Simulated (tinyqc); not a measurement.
# Worked calculation: ESD clamp with bipolar snapback, compact model and design window

Computed by the program tinyqc: `OMP_NUM_THREADS=1 python tinyqc.py 2670035 2670036 out.jsonl`, one thread of a shared Intel Xeon 2.30GHz, about 0.01 s for the whole run. Printed values are rounded.

The drain junction multiplies the current that enters it: Igen = (M - 1)(Ic + I0), M = 1/(1 - (Vj/BV)^n). The generated holes leave through the substrate resistance and the base of the parasitic npn: Igen = Vb/Rb + Ic/be, Ic = Is exp(Vb/Vt). Terminal current I = Ic + I0 + Igen and voltage V = Vj + I Ro, per width. Isothermal, constant gain.

Values chosen for this exercise; values close to those of grounded-gate n-channel clamps: temperature T = 300 K; junction breakdown voltage BV = 11.7 V; exponent of the multiplication n = 4.7; current gain of the parasitic npn be = 11.4; saturation current Is = 7.8e-18 A/um; junction leakage I0 = 7.2e-11 A/um; substrate resistance Rb = 9600 ohm um; drain ballast and contact resistance Ro = 380 ohm um; failure current for 100 ns It2 = 6.8 mA/um; finger width Wf = 50 um; number of fingers Nf = 10; human-body-model level Lv = 4 kV; oxide breakdown voltage for 100 ns Vox = 8.8 V; supply voltage Vdd = 3.3 V.

Constants: q = 1.602176634e-19 C, kB = 1.380649e-23 J/K, Vt = kB T/q. Results are converted to the units shown.

## The snapback curve

Vb, point 0 to 8 (V): [0.05, 0.3, 0.507, 0.567, 0.617, 0.727, 0.828, 0.848, 0.878]

For given Vb: Ic, Igen, M = 1 + Igen/(Ic + I0), Vj = BV (1 - 1/M)^(1/n), I and V.

```
point   Ic (uA/um)          M   Vj (V)  I (uA/um)    V (V)
0      5.39582e-11    72338.9  11.7000    5.20841  11.7019
1       8.54816e-7  4.28936e5  11.7000    31.2501  11.7119
2       0.00256637    20018.2  11.6999    52.8154  11.7199
3        0.0261382    2254.51  11.6989    59.0910  11.7214
4         0.180817    356.394  11.6930    64.4676  11.7175
5          12.7396    7.03206  11.3243    89.5864  11.3584
6          633.698    1.22383  8.15089    775.536  8.44559
7          1373.62    1.15203  7.60412    1582.45  8.20545
8          4383.75    1.10858  7.13679    4859.74  8.98350
```

V peaks at Vt1 = 11.72 V and falls to Vh = 8.205 V: once the npn supplies current, a small M feeds the base. At high current M tends to 1 + 1/be and Vj to BV (1 + be)^(-1/n) = 6.848 V.

## Iteration 1: base voltage at the failure current

Vb at the start = 0.79 V

I(Vb) = Ic (1 + 1/be) + I0 + Vb/Rb, I' = Ic (1 + 1/be)/Vt + 1/Rb; Newton steps on ln I: Vb(new) = Vb - ln(I/It2) I/I'. V follows from the introduction.

I = 0.240791 mA/um
V = 9.69253 V
I' = 6.23519 mS/um
Vb after iteration 1 = 0.919013 V

## Iteration 2: base voltage at the failure current

As before.

I = 23.3956 mA/um
V = 15.8048 V
I' = 901.384 mS/um
Vb after iteration 2 = 0.886942 V

## Course of the iteration: base voltage at the failure current

Stop when Vb changes by less than 1e-10 V, or after 20 iterations. Vb must stay between 0 and 8 V.

Course of the iteration:
```
iteration    Vb (V)  |change| (V)
1          0.919013         0.129
2          0.886942        0.0321
3          0.886822       1.20e-4
4          0.886822       3.55e-9
5          0.886822             0
```

Converged in 5 iterations. At the end the number of correct digits about doubles with each step.

## Design window and human-body level

Vt1 = 11.7214 V
Vh = 8.20542 V
Vt2 = 9.64470 V

Human-body model: 100 pF through 1500 ohm, peak current about (level - Vt2)/1500 ohm, decay time 150 ns. All fingers turn on before the first fails if Vt2 > Vt1; then the clamp carries Nf Wf It2, otherwise in the worst case Wf It2. Margins: Vh - 1.1 Vdd against latching in operation, Vox - max(Vt1, Vt2) for the protected oxide.

peak current = 2.66024 A
current the clamp carries = 0.34 A
level it withstands = 0.519645 kV
holding margin = 4.57542 V
oxide margin = -2.92135 V

Uniform turn-on is not assured; the clamp fails the level. The oxide margin is negative.
